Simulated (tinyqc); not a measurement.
Thickness of the film: ellipsoidal valleys in the axes of a wafer and a channel.

Valleys with axes a along [111], [1-1-1], [-11-1] and [-1-11], one whole valley each; inverse mass tensor w = 1/mt + (1/ml - 1/mt) a a. Device axes: z = nz/|nz|, x = nx/|nx|, y = z cross x; in them a = (ax, ay, az). Confinement mass mz = 1/w_zz. In the plane w_ij is replaced by u_ij = w_ij - w_iz w_jz/w_zz (i, j = x, y); density-of-states mass md = 1/sqrt(det u); conductivity mass along x mc = 1/u_xx; ballistic transport mass mx = u_yy/det u, width mass my = 1/u_yy.

Hard walls: E_n = c (n pi/t)^2/mz, c = hbar^2/2m0, n = 1, 2, 3. Non-degenerate share of a valley proportional to md sum_n exp(-E_n/kT); mean 1/mc = sum of share/mc. 1 nm = 10 angstrom.

Constants: hbar^2/2m0 = 3.80998211 eV angstrom^2; kB = 8.617333262e-05 eV/K.

Values chosen for the exercise (near those of the L valleys of GaAs; shifted at random, so the results belong to these values and not to a real crystal): ml = 1.921 m0 (longitudinal mass); mt = 0.074 m0 (transverse mass); nz = (1, 1, 2) (surface normal (confinement)); nx = (1, 1, -1) (channel direction); T = 77 K (temperature).

Share of the lowest ladder and mean conductivity mass.

Results:
```
t (nm),lowest E1 (meV),spread of E1 (meV),share of the lowest ladder,mean mc
2.0,184.7,1085.7,1.000,0.2792
3.0,82.1,482.5,1.000,0.2792
4.0,46.2,271.4,1.000,0.2792
5.0,29.5,173.7,1.000,0.2792
7.0,15.1,88.6,1.000,0.2791
10.0,7.4,43.4,0.965,0.2611
14.0,3.8,22.2,0.716,0.1902
```

The spread falls as 1/t^2 and stays above kT = 6.6 meV; the share of the lowest ladder goes from 1.000 to 0.716 and the mean mass goes from 0.2792 to 0.1902, against 0.1457 for equal shares, the limit of a thick film (the bulk value 3/(1/ml + 2/mt) is 0.1089; the two differ since axes are tilted in the x-z plane and in a quantised film no valley carries current across it; once scattering blurs the subbands the bulk value returns). Three subbands a valley become too few once E3 nears kT. In the thinnest rows E1 (185 meV) is beyond the parabolic range; in GaAs the Gamma valley, left out, lies lowest except in the thinnest films.

tinyqc: `OMP_NUM_THREADS=1 python tinyqc.py 1880487 1880488 out.jsonl`; about 0.01 s, one thread, shared Intel(R) Xeon(R) Processor @ 2.30GHz.
